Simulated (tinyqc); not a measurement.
Grain-boundary diffusion: Harrison regimes, Fisher and Le Claire analysis, Hart average: one step, computed by the program tinyqc.

A boundary is a slab of width delta with diffusivity D_b, normal to a surface held at constant concentration; it leaks into grains of diffusivity D.

Question. Regime. l = sqrt(D t); P = s delta D_b; alpha = s delta/(2 l); beta = P/(2 D l). Regime A if l > 3 d, C if alpha > 1, B if alpha < 0.1, l < d/4 and beta > 10, otherwise a transition.

Inputs (values chosen for the exercise, for a model polycrystal):

| quantity | value | unit |
|---|---|---|
| boundary width delta | 0.82 | nm |
| segregation factor s | 1 | - |
| grain size d | 3.5 | um |
| temperature T | 806 | K |
| time t | 3200 | s |

D = 4.691834e-16 m^2/s

triple product P = 5.304728e-21 m^3/s

Give: lattice diffusion length l; alpha; beta; regime.

Answer.

lattice diffusion length l = 1.2253 um

alpha = 3.3461e-04

beta = 4.6136

Regime: transition

The run lies between the ideal regimes.
